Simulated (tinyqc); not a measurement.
Inside a calculation: optical gain and spontaneous emission in a bulk direct-gap semiconductor. Values are carried at full precision from step to step, so a last printed digit may differ when a step is redone from the rounded ones.

F_j(eta) = (1/Gamma(j + 1)) integral_0^infinity x^j dx/(1 + exp(x - eta)), which tends to exp(eta) for eta << 0.

Quasi-Fermi levels: n = Nc F_1/2(Fc/kT) and p = Nv F_1/2(Fv/kT), Fc counted up from the conduction edge and Fv down from the valence edge; Nc, Nv from N = 2 (m kB T/(4 pi c))^(3/2) with c = hbar^2/2m0, in 1/angstrom^3; times 1e24 for 1/cm^3, with me and (mhh^(3/2) + mlh^(3/2))^(2/3).

Constants: hbar^2/2m0 = 3.80998211 eV angstrom^2; kB = 8.617333262e-05 eV/K; fine-structure constant alpha = 0.007297352564; hbar = 6.58211957e-16 eV s; hbar c = 1973.269805 eV angstrom.

Inputs chosen for the exercise (near those of InP; the results hold for these values, not for the real material): me = 0.0781 m0 (electron mass); mhh = 0.618 m0 (heavy-hole mass); mlh = 0.0909 m0 (light-hole mass); n = 3.9e+18 1/cm^3 (injected density, n = p); T = 300 K; Eg = 1.337 eV (direct gap); Ep = 20.2 eV (Kane energy); nr = 3.41 (refractive index); E = 1.392 eV (photon energy).

## Quasi-Fermi levels

Solve for Fc and Fv.

kT = 0.025852 eV
Nc = 5.477e+17 1/cm^3
Nv = 1.288e+19 1/cm^3
Fc = 0.1105 eV
Fv = -0.0281 eV
Fc + Fv = 0.0823 eV

The separation of the quasi-Fermi levels exceeds the gap, so photons between Eg and Eg + (Fc + Fv) see gain. The quasi-Fermi level of the electrons lies inside the band, that of the holes in the gap.

## Absorption of the empty crystal

Parabolic bands, vertical transitions, no excitons. For each hole band j: mr = me mj/(me + mj); joint density of states J_j(E) = (mr/c)^(3/2) sqrt(E - Eg)/(2 pi^2), both spins, c = hbar^2/2m0; averaged matrix element |e.p|^2 = m0 Ep/6; alpha_j(E) = 4 pi^2 alpha_f c Ep J_j/(3 nr E) in 1/angstrom (alpha_f the fine-structure constant, listed as alpha among the constants), times 1e8 for 1/cm.

Evaluate at E for heavy and light holes.

mr, J and alpha of each hole band:
```
hole   mr (m0)  J (1/(eV angstrom^3))  alpha (1/cm)
heavy  0.06934              2.917e-05        4541.5
light  0.04201              1.375e-05        2141.6
```

The heavy-hole band gives 68 % of the total, 6683 1/cm.

## Occupations and gain at E

For band j the electron sits at Ee = (E - Eg) mr/me above its edge and the hole at Eh = (E - Eg) mr/mj; fe = 1/(1 + exp((Ee - Fc)/kT)), fh = 1/(1 + exp((Eh - Fv)/kT)); gain g = sum_j alpha_j (fe + fh - 1).

Use mr and alpha from the table.

Energies, occupations and gain of each hole band:
```
hole   Ee (eV)  Eh (eV)     fe     fh  g (1/cm)
heavy   0.0488   0.0062  0.916  0.210       569
light   0.0296   0.0254  0.958  0.112       150
```

total gain = 719 1/cm

E - Eg = 0.0550 eV is below Fc + Fv = 0.0823 eV, so both bands give gain (Bernard-Duraffourg).

## Spontaneous emission

Spontaneous rate: R = integral of (nr E/(hbar c))^2/(pi^2 hbar) sum_j alpha_j fe fh dE, with alpha in 1/cm and (nr E/(hbar c))^2 in 1/cm^2 (1e16 per 1/angstrom^2); B = R/(n p); lifetime n/R.

Integrate over photon energy.

R = 1.28e+27 1/(cm^3 s)
B = 8.42e-11 cm^3/s
radiative lifetime = 3.05 ns

## Checks

- B at n = 1e13 1/cm^3 against the van Roosbroeck-Shockley value from alpha and ni^2 (cm^3/s): both 1.31e-10.

(tinyqc, `OMP_NUM_THREADS=1 python tinyqc.py 1681266 1681267 out.jsonl`, Intel(R) Xeon(R) Processor @ 2.30GHz, 1 thread, shared host, about 0.07 s.)
